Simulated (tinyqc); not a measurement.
Inside a calculation: tunnelling through a thin dielectric with one trap, as a tight-binding chain. Values are carried at full precision from step to step, so a last printed digit may differ when a step is redone from the rounded ones.

Hopping -t everywhere, t = c/(m a^2), c = hbar^2/2m0; lead sites at 2t (band bottom 0), barrier sites 1 to N at 2t + phi, and site j has U besides. No voltage. Leads give S = -t exp(ika) on sites 1 and N, cos(ka) = 1 - E/(2t). T = (2 t sin(ka))^2 |G_1N|^2, G = (E - H - S)^-1. In the barrier cosh(q a) = 1 + (phi - E)/(2t).

Constants: hbar^2/2m0 = 3.80998211 eV angstrom^2; hbar = 6.58211957e-16 eV s.

Inputs chosen for the exercise (barrier and mass of the size used for Si3N4 on silicon; shifted at random, so the results belong to these values and not to a real crystal):

| symbol | value | unit | meaning |
|---|---|---|---|
| a | 3 | angstrom | site spacing |
| m | 0.46 | m0 | mass, the same in leads and barrier |
| phi | 1.98 | eV | conduction edge of the barrier above that of the leads |
| U | -2.65 | eV | extra energy on the trap site |
| E | 0.3 | eV | electron energy |
| N | 10 |  | barrier sites |
| j | 7 |  | site of the trap |

## Scales

Form t, ka, q a, and the level of the trap in an endless barrier, Eb = phi + 2t - sqrt(4 t^2 + U^2).

t = 0.9203 eV
ka = 0.57901 rad
q a = 1.26506
Eb = 0.5941 eV

## The matrix E - H - S

Fill it in.

E - H - S (eV):
```
                  1        2        3        4        5        6
1   -2.7503+0.5036i   0.9203   0.0000   0.0000   0.0000   0.0000
2            0.9203  -3.5206   0.9203   0.0000   0.0000   0.0000
3            0.0000   0.9203  -3.5206   0.9203   0.0000   0.0000
4            0.0000   0.0000   0.9203  -3.5206   0.9203   0.0000
5            0.0000   0.0000   0.0000   0.9203  -3.5206   0.9203
6            0.0000   0.0000   0.0000   0.0000   0.9203  -3.5206
7            0.0000   0.0000   0.0000   0.0000   0.0000   0.9203
8            0.0000   0.0000   0.0000   0.0000   0.0000   0.0000
9            0.0000   0.0000   0.0000   0.0000   0.0000   0.0000
10           0.0000   0.0000   0.0000   0.0000   0.0000   0.0000

          7        8        9               10
1    0.0000   0.0000   0.0000           0.0000
2    0.0000   0.0000   0.0000           0.0000
3    0.0000   0.0000   0.0000           0.0000
4    0.0000   0.0000   0.0000           0.0000
5    0.0000   0.0000   0.0000           0.0000
6    0.9203   0.0000   0.0000           0.0000
7   -0.8706   0.9203   0.0000           0.0000
8    0.9203  -3.5206   0.9203           0.0000
9    0.0000   0.9203  -3.5206           0.9203
10   0.0000   0.0000   0.9203  -2.7503+0.5036i
```

## Transmission

Invert the matrix; T = (2 t sin(ka))^2 |G_1N|^2.

first row of G (1/eV): -0.3857-0.07800i  -0.1089-0.02201i  -0.03073-0.006214i  -0.008704-0.001760i  -0.002564-0.0005187i  -0.001106-0.0002241i  -0.001667-0.0003388i  -0.0004707-9.634e-05i  -0.0001339-2.978e-05i  -4.159e-05-1.758e-05i

T = 2.068e-09

Without the trap T is 2.83e-11: the trap changes it by a factor 73.1 at this energy.

## The resonance

Resonance: the lowest eigenvalue of H + S(E), iterated until its real part equals E (40 rounds from Eb = phi + 2t - sqrt(4t^2 + U^2), the level in an endless barrier). With v the normalised squared amplitudes of that state, Gamma_L = 2 t sin(ka) v_1, Gamma_R = 2 t sin(ka) v_N; Breit-Wigner T = Gamma_L Gamma_R/((E - Er)^2 + (Gamma_L + Gamma_R)^2/4).

Find Er, the two widths, the peak height 4 Gamma_L Gamma_R/(Gamma_L + Gamma_R)^2 and the escape time hbar/(Gamma_L + Gamma_R).

Er = 0.5940 eV

widths (meV): left 0.001196, right 1.267

peak height = 0.003769
escape time = 519 fs

squared amplitudes: 0.0000  0.0000  0.0001  0.0008  0.0079  0.0805  0.8211  0.0806  0.0080  0.0009

The nearby leads move the level 0.1 meV below its value in an endless barrier. The trap is closer to the right lead, which takes 99.9 % of the escapes.

## Checks

- T at Er from the chain against the Breit-Wigner peak: both 0.00377.
- T without trap against the closed form for a lattice barrier: both 2.828e-11.

tinyqc: `OMP_NUM_THREADS=1 python tinyqc.py 1450064 1450065 out.jsonl`; about 0.05 s, one thread, shared Intel(R) Xeon(R) Processor @ 2.30GHz.
